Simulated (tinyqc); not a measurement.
# Worked calculation: one-dimensional ballistic tunnel FET, two-band WKB

Numbers from tinyqc (`OMP_NUM_THREADS=1 python tinyqc.py 2620144 2620145 out.jsonl`; about 0.01 s on one thread of a shared Intel Xeon 2.30GHz). Printed values are rounded.

A p-type source for x < 0 with its Fermi level at 0 and its valence edge at ds; in the channel the bands fall as D exp(-x/lam) towards their flat values, with the conduction edge at Ec = ds - dP and D = dP + Eg. The gate moves dP one to one. The drain Fermi level lies at -Vd and the drain side reflects nothing. For w = E - Ec between 0 and dP an electron crosses the gap. Two-band dispersion with equal masses m: inside the gap kappa = sqrt(m u (1 - u/Eg)/C), u the distance from a band edge, C = hbar^2/(2 m0).

Parameters, values chosen for the exercise; band and dielectric values close to those of indium arsenide: temperature T = 350 K; band gap Eg = 0.347 eV; band-edge mass of the two-band model m = 0.025 m0; screening length of the source junction lam = 4.6 nm; source valence edge above the source Fermi level ds = 0.12 eV; drain bias Vd = 0.3 V; number of degenerate subbands (spin apart) g = 2; tunnelling window Ev(source) - Ec(channel) dP = 0.16 eV; energy above the channel conduction edge w0 = 0.087 eV; cells of the path nc = 7; points of the energy grid nE = 13.

Constants: q = 1.602176634e-19 C, kB = 1.380649e-23 J/K, hbar = 1.054571817e-34 J s, h = 6.62607015e-34 J s, m0 = 9.1093837015e-31 kg, Vt = kB T/q, hbar^2/(2 m0) = 0.0380998212 eV nm^2. Results are converted to the units shown.

Range of the model: Where S is below about 2 the WKB prefactor of 1 is a rough guess.

## The path through the gap by the midpoint rule

At w = w0 the path runs from xa = lam ln(D/(w + Eg)) to xb = lam ln(D/w); u(x) = w + Eg - D exp(-x/lam) is the height above the valence edge. Cut it into nc equal cells: S = 2 (cell width) times the sum of kappa at the centres.

xa = 0.715146 nm
xb = 8.10797 nm

```
cell   x (nm)    u (eV)  kappa (1/nm)
0     1.24320  0.047068      0.163387
1     2.29932  0.126444      0.229642
2     3.35544  0.189536      0.237564
3     4.41156  0.239686      0.220543
4     5.46768  0.279548      0.188830
5     6.52380  0.311232      0.145088
6     7.57991  0.336417      0.082052
```

S = 2.67643

## The exponent in closed form

S(w) = 2 lam int_0^Eg kappa(u) du/(w + Eg - u) = 2 pi lam sqrt(m/(C Eg)) [w + Eg/2 - sqrt(w (w + Eg))], T(w) = exp(-S). The common triangular estimate is S = (4/3) lam sqrt(m/C) Eg^1.5/(dP + Eg) for all w.

S(w0) = 2.63055
T(w0) = 0.0720389
triangular S = 2.00305

The midpoint value is 1.7 % above the closed form, and the triangular estimate 24 % below it.

## Current on a coarse grid

S(w) = 2 lam int_0^Eg kappa(u) du/(w + Eg - u) = 2 pi lam sqrt(m/(C Eg)) [w + Eg/2 - sqrt(w (w + Eg))], T(w) = exp(-S). I = g (2 q^2/h) int_0^dP T(w) [f(E) - f(E + Vd)] dw, E = ds - dP + w, f(x) = 1/(1 + exp(x/Vt)). Simpson's rule on nE equally spaced points.

```
point    w (eV)        T(w)  difference of the f
0      0.000000  0.00101209             0.790036
1      0.013333  0.00936486             0.707566
2      0.026667   0.0185333             0.608679
3      0.040000   0.0289979             0.499952
4      0.053333   0.0404400             0.391215
5      0.066667   0.0525947             0.292298
6      0.080000   0.0652511             0.209771
7      0.093333   0.0782423             0.145745
8      0.106667   0.0914355            0.0988166
9      0.120000    0.104726            0.0658341
10     0.133333    0.118030            0.0433309
11     0.146667    0.131282            0.0282868
12     0.160000    0.144431            0.0183656
```

I = 0.239237 uA

A converged quadrature gives 0.2395 uA; this grid is 0.13 % below that.
